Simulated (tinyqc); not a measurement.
## Bulk resistivity and mean free path from two films

Question. In the thick-film limit single-crystal films obey rho = rho0 (1 + 3 (1 - ps) lam/(8 d)). Find rho0, lam and the product rho0 lam.

Values chosen for this exercise:
```
symbol,value,unit,meaning
ps,0.4,,specular share of surface scattering
```

rho at d = 96 and 260 nm (uohm cm): [1.8464570, 1.7477688]

Solution. rho is a straight line in 1/d: the intercept is rho0 and the slope (3/8)(1 - ps) rho0 lam. Without ps only the product (1 - ps) lam could be found.

rho0 = 1.690 uohm cm
lam = 39.50 nm
rho0 lam = 66.75 uohm cm nm

tinyqc, about 0.01 s, one thread, Intel Xeon 2.30GHz (shared host): `OMP_NUM_THREADS=1 python tinyqc.py 2100001 2100002 out.jsonl`
